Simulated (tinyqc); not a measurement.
Three-band tight binding of a dichalcogenide monolayer: one step. Levels and weights. Four cases, with inputs chosen for the exercise.

Question. Diagonalise H.

Case 1.

H (eV):
```
                        z2                   xy                x2-y2
z2                0.609478  -0.498732+0.729575i  -0.844776+0.121605i
xy     -0.498732-0.729575i             2.023574   0.030624-0.371634i
x2-y2  -0.844776-0.121605i   0.030624+0.371634i             1.919829
```

Case 2.

H (eV):
```
                        z2                   xy                x2-y2
z2                0.571081  -0.693948+0.697327i  -0.750986+0.199825i
xy     -0.693948-0.697327i             2.046858   0.040661-0.223266i
x2-y2  -0.750986-0.199825i   0.040661+0.223266i             1.958852
```

Case 3.

H (eV):
```
                        z2                   xy                x2-y2
z2                1.669509  -0.779025+0.377910i  -0.656086-0.226690i
xy     -0.779025-0.377910i             1.747669  -0.246383-1.546400i
x2-y2  -0.656086+0.226690i  -0.246383+1.546400i             2.162671
```

Case 4.

H (eV):
```
                        z2                   xy                x2-y2
z2                1.551294  -1.863730-0.052867i  -1.077467+0.013145i
xy     -1.863730+0.052867i             1.681011  -0.603378-0.110387i
x2-y2  -1.077467-0.013145i  -0.603378+0.110387i             2.378666
```

Give: levels; weights.

Answer.

Case 1.

levels (eV): -0.1930  2.0989  2.6469

weights:
```
       band 1  band 2  band 3
z2      0.698   0.100   0.202
xy      0.149   0.368   0.484
x2-y2   0.153   0.532   0.314
```

Case 2.

levels (eV): -0.1791  2.0189  2.7370

weights:
```
       band 1  band 2  band 3
z2      0.734   0.034   0.232
xy      0.156   0.328   0.516
x2-y2   0.110   0.639   0.252
```

Case 3.

levels (eV): -0.2234  2.1956  3.6077

weights:
```
       band 1  band 2  band 3
z2      0.243   0.714   0.044
xy      0.435   0.136   0.429
x2-y2   0.322   0.150   0.528
```

Case 4.

levels (eV): -0.7147  2.7155  3.6101

weights:
```
       band 1  band 2  band 3
z2      0.474   0.009   0.517
xy      0.394   0.251   0.355
x2-y2   0.132   0.740   0.128
```

Computed by tinyqc, one run a case: `OMP_NUM_THREADS=1 python tinyqc.py N N+1 out.jsonl` with N = 1450061, 1450151, 1450183, 1450527; one thread of a shared Intel(R) Xeon(R) Processor @ 2.30GHz, about 0.02 s a run at most.
